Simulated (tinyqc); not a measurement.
MOS structure on a p-type body with a surface-enhanced doping, non-linear Poisson equation by Newton steps: one step of the calculation.

One dimension, insulator interface at x = 0, acceptor density Na + N0 exp(-x/Ls), net doping C = -(acceptor density). psi is counted from the intrinsic level: n = ni exp((psi - Vb)/Vt), p = ni exp(-psi/Vt); deep in the body psi_b = -Vt ln(Na/ni). The gate acts through Cox = eps0 eox/tox and has the potential psi_G = Vg - (phiM - chi - Vt ln(Nc/ni)). Boltzmann statistics, full ionisation, classical densities, no oxide or interface charge. Acceptors in real wide-gap material are deep and only partly ionised in the neutral body.

Task. Scales and end potentials. ni = sqrt(Nc Nv) exp(-Eg/(2 Vt)), Eg in volts; Cox, psi_G and psi_b as defined.

Parameters, values chosen for the exercise; band and dielectric values close to those of 4H silicon carbide: temperature T = 250 K; band gap Eg = 3.3 eV; conduction-band density of states at T Nc = 1.31e19 cm^-3; valence-band density of states at T Nv = 1.92e19 cm^-3; electron affinity chi = 3.55 eV; acceptor density deep in the body Na = 6.4e16 cm^-3; relative permittivity of the gate insulator (close to silicon dioxide) eox = 3.9; insulator thickness tox = 6.3 nm; gate work function phiM = 3.62 eV; gate voltage against the body Vg = 1.82 V.

Constants: q = 1.602176634e-19 C, kB = 1.380649e-23 J/K, Vt = kB T/q, eps0 = 8.8541878128e-14 F/cm where lengths are in cm. Results are converted to the units shown.

Give: ni; Cox; psi_G; psi_b.

Result.

ni = 8.6646e-15 cm^-3
Cox = 0.54812 uF/cm^2
psi_G = 3.3959 V
psi_b = -1.5312 V

Numbers from tinyqc (`OMP_NUM_THREADS=1 python tinyqc.py 2080065 2080066 out.jsonl`; about 0.7 s on one thread of a shared Intel Xeon 2.30GHz).
